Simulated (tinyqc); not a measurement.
Thickness from the transmission.

Problem. A dielectric of barrier phi1 and mass m1 carries the voltage V, so U = phi1 - V x/t1. At E = 0 the WKB exponent is S = (4 t1/(3 V)) sqrt(m1/C) [phi1^1.5 - max(phi1 - V, 0)^1.5], C = hbar^2/(2 m0), and T = exp(-S). Find S, t1 and the field.

Values chosen for this exercise:

| symbol | value | unit | meaning |
|---|---|---|---|
| phi1 | 1.45 | eV | barrier of layer 1 above the emitter Fermi level at zero bias |
| m1 | 0.24 | m0 | tunnelling mass of layer 1 |
| V | 1.1 | V | voltage across the dielectric |

Constants: q = 1.602176634e-19 C, hbar = 1.054571817e-34 J s, m0 = 9.1093837015e-31 kg, hbar^2/(2 m0) = 0.0380998212 eV nm^2. Results are converted to the units shown.

T at E = 0 = 1.9501468e-7

Solution. At fixed V the exponent is proportional to t1.

S = 15.5
t1 = 3.30 nm
field = 3.33 MV/cm

Computed by the program tinyqc: `OMP_NUM_THREADS=1 python tinyqc.py 2540052 2540053 out.jsonl`, one thread of a shared Intel Xeon 2.30GHz, about 0.02 s for the whole run.
